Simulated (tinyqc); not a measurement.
The mobility curve: inversion-layer mobility, back-scattering and ballistic limit of a field-effect transistor. Computed by tinyqc, a small Python program. Command: `OMP_NUM_THREADS=1 python tinyqc.py 3017615 3017616 out.jsonl mos walk`. One thread of a shared host (Intel(R) Xeon(R) Processor @ 2.30GHz), about 0.01 s of CPU time with the checks.

The charge at the top of the source barrier is fixed by the gate; series resistance and short-channel effects are left out. F_j are Fermi integrals normalised to exp(eta) in the classical limit.

Inputs (values chosen for the exercise, modelled on a 4H-SiC n-channel): weight w of the inversion charge = 0.5; permittivity eps = 9.7; phonon mobility at 1 MV/cm and 300 K, mu_ph = 96 cm^2/(V s); roughness mobility at 1 MV/cm, mu_sr = 55 cm^2/(V s); Coulomb mobility at N_inv = 1e12/cm^2, mu_C = 22 cm^2/(V s); electrical oxide thickness t_inv = 1.1 nm; depletion charge N_dep = 5.4e+11 1/cm^2; temperature T = 300 K.

Statistics at the top of the barrier: Fermi-Dirac.

Constants: eps_0 = 8.8541878128e-12 F/m; e = 1.602176634e-19 C.

Method. N_inv = 3.9 eps_0 (V_G - V_T)/(e t_inv); effective field E_eff = e (N_dep + w N_inv)/(eps eps_0). mu_phonon = mu_ph (E_eff/1 MV/cm)^(-0.3) (T/300 K)^(-1.75); mu_rough = mu_sr (E_eff/1 MV/cm)^(-2); mu_Coulomb = mu_C (N_inv/1e12 cm^-2) (T/300 K); Matthiessen's rule adds 1/mu.

Mobilities (cm^2/(V s)):
```
V_G - V_T (V)  N_inv (1/cm^2)  E_eff (MV/cm)  phonon   roughness  Coulomb   total
0.03               5.8780e+11         0.1556  167.76  2.2728e+03    12.93  11.943
0.06               1.1756e+12         0.2104  153.24  1.2426e+03    25.86  21.741
0.12               2.3512e+12         0.3200  135.12  5.3697e+02    51.73  34.970
0.20               3.9187e+12         0.4662  120.69  2.5301e+02    86.21  41.951
0.35               6.8577e+12         0.7404  105.06  1.0034e+02   150.87  38.295
0.50               9.7967e+12         1.0145   95.59  5.3438e+01   215.53  29.573
0.75               1.4695e+13         1.4714   85.50  2.5404e+01   323.29  18.466
1.00               1.9593e+13         1.9283   78.84  1.4792e+01   431.06  12.105
1.50               2.9390e+13         2.8421   70.17  6.8092e+00   646.58   6.148
```

What follows from these numbers?

The lowest part is Coulomb from 0.0300 to 0.200, roughness from 0.350 to 1.50 V. The total peaks at 42 near E_eff = 0.47 MV/cm: screening lifts it at low density and the field presses it down at high density.

Extremes, crossings and ranges named in words are read from the listed rows.
